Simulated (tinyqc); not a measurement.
Hueckel theory of the pi electrons, for the molecule C=Cc1ccc2ccccc(F)c1-2 (SMILES; centres numbered as the heavy atoms are written), step by step. One step of it, computed by the program tinyqc.

Problem. Energy, charges, bond orders. E = sum n x; q_r = z_r - P_rr; bond order p = P_rs; free valence = sqrt(3) - sum of p over the bonds of the atom.

x values: 2.881831  2.311963  1.728821  1.389302  1.103592  0.825607  0.352110  -0.437866  -0.659863  -1.062132  -1.727774  -1.933392  -2.182200

occupations: 2.000000  2.000000  2.000000  2.000000  2.000000  2.000000  2.000000  0.000000  0.000000  0.000000  0.000000  0.000000  0.000000

charge and bond-order matrix P, lower triangle:
```
            1C         2C         3C         4C         5C         6C         7C         8C
1C    1.105358
2C    0.889881   0.987911
3C   -0.117447   0.437904   1.138173
4C   -0.238089   0.013466   0.588898   1.051429
5C    0.130914  -0.087096  -0.171361   0.683670   1.153260
6C    0.150993  -0.053914  -0.202438  -0.069530   0.576570   1.023298
7C    0.029060   0.016303  -0.059202  -0.211455   0.010623   0.577115   0.865681
8C   -0.134690   0.023772   0.163098   0.020951  -0.210910   0.008818   0.674551   0.992719
9C   -0.005288   0.012105   0.009574   0.163643   0.019146  -0.207825   0.135856   0.625838
10C   0.146795  -0.019486  -0.195004   0.007768   0.166729  -0.061470  -0.256538   0.015507
11C  -0.014198  -0.060314   0.023631  -0.191918  -0.072847   0.162938  -0.181820  -0.223758
12F   0.009039   0.012762  -0.021220   0.054798   0.019208  -0.059685   0.053208   0.061130
13C  -0.213887   0.019348   0.537565  -0.098083  -0.210115   0.430445   0.155812  -0.094351

            9C        10C       11C        12F       13C
9C    0.872369
10C   0.658618   1.005685
11C   0.148823   0.627698  0.817857
12F  -0.062700  -0.111905  0.243639   1.948160
13C  -0.207654   0.044923  0.578878  -0.104797  1.038101
```

Centres:
```
centre  z_r, pi electrons of the neutral centre         h
1C                                            1  0.000000
2C                                            1  0.000000
3C                                            1  0.000000
4C                                            1  0.000000
5C                                            1  0.000000
6C                                            1  0.000000
7C                                            1  0.000000
8C                                            1  0.000000
9C                                            1  0.000000
10C                                           1  0.000000
11C                                           1  0.000000
12F                                           2  2.590000
13C                                           1  0.000000
```

Bonds:
```
i    j         k
1    2         1
2    3         1
3    4         1
4    5         1
5    6         1
6    7         1
7    8         1
8    9         1
9   10         1
10  11         1
11  12  0.750000
11  13         1
13   3         1
13   6         1
```

Give: pi energy = 14 alpha + this times beta; pi charges; Bond orders and lengths from R = 1.517 - 0.180 p; free valence of the carbons; gap between the highest filled and the next level.

Solution.

pi energy = 14 alpha + this times beta = 21.1865

pi charges: 1C -0.1054, 2C 0.0121, 3C -0.1382, 4C -0.0514, 5C -0.1533, 6C -0.0233, 7C 0.1343, 8C 0.0073, 9C 0.1276, 10C -0.0057, 11C 0.1821, 12F 0.0518, 13C -0.0381

Bond orders and lengths from R = 1.517 - 0.180 p (angstrom, C-C alone):
```
bond        p       R
1-2    0.8899  1.3568
2-3    0.4379  1.4382
3-4    0.5889  1.4110
4-5    0.6837  1.3939
5-6    0.5766  1.4132
6-7    0.5771  1.4131
7-8    0.6746  1.3956
8-9    0.6258  1.4043
9-10   0.6586  1.3984
10-11  0.6277  1.4040
11-12  0.2436       -
11-13  0.5789  1.4128
13-3   0.5376  1.4202
13-6   0.4304  1.4395
```

free valence of the carbons: 1C 0.8422, 2C 0.4043, 3C 0.1677, 4C 0.4595, 5C 0.4718, 6C 0.1479, 7C 0.4804, 8C 0.4317, 9C 0.4476, 10C 0.4457, 11C 0.2818, 13C 0.1852

gap between the highest filled and the next level = 0.7900 |beta|
